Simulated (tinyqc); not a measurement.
The diagram with and without ligand: potential-pH (Pourbaix) lines of a metal, its cation, its oxide and an oxyanion, with a complexing ligand. Computed by tinyqc, a small Python program. Command: `OMP_NUM_THREADS=1 python tinyqc.py 3011685 3011686 out.jsonl pourb walk`. One thread of a shared host (Intel(R) Xeon(R) Processor @ 2.30GHz), about 0.02 s of CPU time with the checks.

Potentials are against the standard hydrogen electrode; solids and water have unit activity; dG_f of M, H+ and the electron is zero; F = e N_A and s = R T ln(10)/F. The cation carries z = 2.

Inputs (values chosen for the exercise, for a model metal):

| quantity | value | unit |
|---|---|---|
| dG_f of the cation | -161.1 | kJ/mol |
| dG_f of the oxide | -312.19 | kJ/mol |
| dG_f of the oxyanion | -374.91 | kJ/mol |
| dG_f of water | -237.14 | kJ/mol |
| temperature T | 298.15 | K |
| log10 of the dissolved activity a | -6 | - |
| log10 of the stability constant beta of ML | 13 | - |
| pKa of HL | 7.6 | - |
| total ligand c_L | 0.0011 | mol/L |

Species: M, M2+, MO, MO2(2-).

Constants: R = 8.314462618 J/(mol K); e = 1.602176634e-19 C; N_A = 6.02214076e+23 1/mol.

Method. M2+ + 2e = M; MO + 2H+ + 2e = M + H2O; MO2(2-) + 4H+ + 2e = M + 2H2O. For each, E0 = -dG/(z F), and E = E0 + (s/z) log10 a - (s n_H/z) pH, with no activity term for the oxide. The free ligand is c_L/(1 + 10^(pKa - pH)) (ligand in excess); dissolved metal is a in all, so the free cation is a/alpha, alpha = 1 + beta [L]; the cation line drops by (s/z) log10 alpha.

E0 (V): cation -0.834842, oxide -0.388919, oxyanion 0.514949

s = 0.0591593 V

Lines against the metal (V); the species with the lowest line is stable above it:

| pH | cation | oxide | oxyanion | stable above | cation with ligand | stable above, ligand |
|---|---|---|---|---|---|---|
| 0 | -1.0123 | -0.3889 | 0.3375 | cation | -1.0846 | dissolved |
| 2 | -1.0123 | -0.5072 | 0.1008 | cation | -1.1437 | dissolved |
| 4 | -1.0123 | -0.6256 | -0.1358 | cation | -1.2029 | dissolved |
| 5 | -1.0123 | -0.6847 | -0.2541 | cation | -1.2324 | dissolved |
| 6 | -1.0123 | -0.7439 | -0.3724 | cation | -1.2617 | dissolved |
| 7 | -1.0123 | -0.8030 | -0.4908 | cation | -1.2887 | dissolved |
| 8 | -1.0123 | -0.8622 | -0.6091 | cation | -1.3050 | dissolved |
| 9 | -1.0123 | -0.9214 | -0.7274 | cation | -1.3088 | dissolved |
| 10 | -1.0123 | -0.9805 | -0.8457 | cation | -1.3093 | dissolved |
| 12 | -1.0123 | -1.0988 | -1.0824 | oxide | -1.3093 | dissolved |
| 14 | -1.0123 | -1.2172 | -1.3190 | oxyanion | -1.3093 | oxyanion |

Without ligand the oxide holds 1 of the eleven rows (pH 12 to 12), with it 0. The ligand acts once beta [L] exceeds 1, from pH = pKa - log10(beta c_L) = -2.4 on, that is in all rows; its line then falls by at most s/z per pH unit and flattens beyond pKa, 0.297 V below the free cation at most. The oxide line falls faster, by s per pH unit.

Extremes, crossings and ranges named in words are read from the listed rows.
